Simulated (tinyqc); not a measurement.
What each parameter of the potential does: deformation potentials from a strained empirical pseudopotential.

Diamond lattice, no spin-orbit coupling. Atomic form factor V(q) = a1 (q^2 - a2)/(a3 exp(a4 q^2) - 1) in rydberg with q in 1/bohr, for the unstrained cell. Under a strain e the reciprocal vectors and k go over into (1 + e)^(-1) G, the atoms sit at +/- tau with tau = (1 + e) a (1,1,1)/8 - zeta a (eyz, ezx, exy)/4, and H(G,G') = c |k + G|^2 delta + (V(q)/det(1 + e)) cos(q.tau), q = G - G', with the term q = 0 left out; c = hbar^2/2m0. The basis is fixed before straining: all G with |k + G|^2 up to 16 (2 pi/a)^2. k is given in units of 2 pi/a of the unstrained cell.

Constants: hbar^2/2m0 = 3.80998211 eV angstrom^2; Ry = 13.60569312 eV; a0 (Bohr radius) = 0.5291772105 angstrom.

Values chosen for the exercise (near those of Si; the results hold for these values, not for the real material):
```
symbol  value  unit      meaning
a       5.439  angstrom  lattice constant
a1      0.543
a2      2.202
a3      2.081
a4      0.485
kD      0.82   2 pi/a    position of the Delta minimum
```

Gaps from the valence top to level 8 at Gamma and level 5 at (kD,0,0) and L, and their deformation potentials [E(+h) - E(-h)]/(3 ln((1 + h)/(1 - h))) for e = +/- h 1, h = 0.002. The row for the lattice constant keeps V(q) without the volume factor, so it is not a strain.

One parameter was then changed.

Results before and after:
```
case     Gamma (eV)  Delta (eV)  L (eV)  potential Gamma (eV)  potential Delta (eV)  potential L (eV)
base          4.072       1.226   2.052                 -8.97                  2.51             -2.02
changed       4.120       1.322   2.119                 -9.07                  2.52             -2.03
```

Which of these changes was made? (a) a3 = 2.06; (b) a1 = 0.538; (c) a = 5.493 angstrom; (d) a4 = 0.49; (e) a2 = 2.224.

Answer: (a) a3 = 2.06. Of the candidates, run in turn, only this one gives the changed row.

All candidates:
```
case                Gamma (eV)  Delta (eV)  L (eV)  potential Gamma (eV)  potential Delta (eV)  potential L (eV)
base                     4.072       1.226   2.052                 -8.97                  2.51             -2.02
a = 5.493 angstrom       3.934       1.514   2.150                 -9.26                  2.19             -2.22
a1 = 0.538               4.030       1.159   2.003                 -8.90                  2.52             -2.01
a2 = 2.224               3.954       1.301   2.048                 -9.04                  2.46             -2.06
a3 = 2.06                4.120       1.322   2.119                 -9.07                  2.52             -2.03
a4 = 0.49                3.978       1.139   1.976                 -8.80                  2.59             -1.94
```

tinyqc: `OMP_NUM_THREADS=1 python tinyqc.py 1850025 1850026 out.jsonl`; about 0.2 s, one thread, shared Intel(R) Xeon(R) Processor @ 2.30GHz.
